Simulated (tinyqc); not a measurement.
Raman line shape of confined optical phonons and breathing modes of small crystals: one step, computed by the program tinyqc.

Confinement in 3 direction(s) lets phonons with q away from zero scatter light. q is in units of 2 pi/a, from 0 to 1, and the branch is isotropic: omega(q)^2 = (omega_0^2 + omega_X^2)/2 + ((omega_0^2 - omega_X^2)/2) cos(pi q). The model and its constant beta are phenomenological; beta = 8 is the common choice.

Question. Intensity at one frequency. Weight W(q) = q^2 exp(-(2 L q/a)^2/(2 beta)) dq, that is exp(-k^2 L^2/(2 beta pi^2)) for k = 2 pi q/a. I(omega) = int W(q) / [(omega - omega(q))^2 + (Gamma_0/2)^2] dq / int W dq x (Gamma_0/2)^2, by 400 Gauss-Legendre points on 0 < q < min(1, 2.5 a sqrt(2 beta)/L). Bulk Lorentzian 1/(1 + (2 offset/Gamma)^2); mean shift = weighted mean of omega(q) less the bulk frequency.

Inputs (values chosen for the exercise, modelled on silicon):

| quantity | value | unit |
|---|---|---|
| bulk frequency omega_0 | 520.9 | 1/cm |
| frequency at the zone boundary omega_X | 428 | 1/cm |
| natural width Gamma_0 | 3.4 | 1/cm |
| lattice constant a | 5.431 | angstrom |
| size L | 5.9 | nm |
| confinement constant beta | 4 | - |
| probe offset omega - omega_0 | -7.2 | 1/cm |

Shape: sphere.

Give: I at the probe offset; bulk Lorentzian there; mean shift, from the weights.

Answer.

I at the probe offset = 0.29272

bulk Lorentzian there = 0.052805

mean shift, from the weights = -5.1677 1/cm
